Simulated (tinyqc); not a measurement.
When U turns negative: defect-molecule model of a vacancy with Jahn-Teller distortion.

Four dangling hybrids a, b, c, d point into the vacancy: H_ii = E0, and -gm between any two. A tetragonal distortion Q pairs a with b and c with d: those two couplings become -gm - I Q and the other four -gm + I Q/2, at an elastic cost k Q^2/2. The a1 level holds two electrons; charge states 2+, + and 0 put n = 0, 1, 2 more into the lowest level of t2 origin. Energy from the 2+ state at Q = 0, with the Fermi level mu counted from Ev: W_n(Q) = n (et - 2 I Q) + k Q^2/2 + Uc n (n - 1)/2 - n mu. et = E0 + gm is the undistorted t2 level.

Values chosen for the exercise (of the size used for the vacancy in silicon; shifted at random, so the results belong to these values and not to a real crystal): E0 = -0.01 eV (level of a dangling hybrid, from Ev); gm = 0.3 eV (coupling between two dangling hybrids); I = 1.14 eV/angstrom (Jahn-Teller coupling); Uc = 0.31 eV (repulsion of two electrons in one orbital).

The force constant is varied. E_JT = 2 I^2/k, E(2+/+) = et - E_JT, E(+/0) = et - 3 E_JT + Uc, U_eff = Uc - 2 E_JT.

Against k:
```
k (eV/angstrom^2)  E_JT (eV)  (2+/+) (eV)  (+/0) (eV)  U_eff (eV)  Q of the neutral state (angstrom)
8                     0.3249      -0.0349     -0.3747     -0.3398                             0.5700
12                    0.2166       0.0734     -0.0498     -0.1232                             0.3800
16                    0.1625       0.1275      0.1127     -0.0149                             0.2850
24                    0.1083       0.1817      0.2751      0.0934                             0.1900
32                    0.0812       0.2088      0.3563      0.1475                             0.1425
48                    0.0541       0.2359      0.4375      0.2017                             0.0950
64                    0.0406       0.2494      0.4782      0.2288                             0.0712
96                    0.0271       0.2629      0.5188      0.2559                             0.0475
```

k at which U_eff = 0 = 16.77 eV/angstrom^2

What can be read from this table?

Levels below 0 lie in the valence band. U_eff is negative for k below 4 I^2/Uc = 16.8: 3 of the 8 rows. The gain grows as n^2, so the second electron wins 3 E_JT where the first wins E_JT. For a stiff lattice the levels tend to et = 0.290 and et + Uc = 0.600 eV. Distortions above about 0.5 angstrom (1 of the rows) are beyond a linear coupling.

Computed by tinyqc, a small Python program: `OMP_NUM_THREADS=1 python tinyqc.py 1480827 1480828 out.jsonl` (the numbers bound the seed that draws the inputs); one thread of a shared host (Intel(R) Xeon(R) Processor @ 2.30GHz), about 0.01 s for the whole set of steps.
